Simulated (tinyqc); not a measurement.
Internal loss and injection efficiency from two cavity lengths.

Question. The differential efficiency of both facets obeys 1/eta_d = (1/eta)[1 + 2 ai Lc/ln(1/(R1 R2))]. Find eta and ai.

Parameters, values chosen for the exercise:
- R1 = 0.05 (front reflectance)
- R2 = 0.3 (back reflectance)

differential efficiency at Lc = 750 and 1875 um: [0.60556656, 0.39754127]

Solution. 1/eta_d is linear in Lc: the intercept is 1/eta, and slope over intercept is 2 ai/ln(1/(R1 R2)).

eta = 0.9300
ai = 15.00 1/cm

Computed by the program tinyqc: `OMP_NUM_THREADS=1 python tinyqc.py 2840018 2840019 out.jsonl`, one thread of a shared Intel Xeon 2.30GHz, about 0.01 s for the whole run.
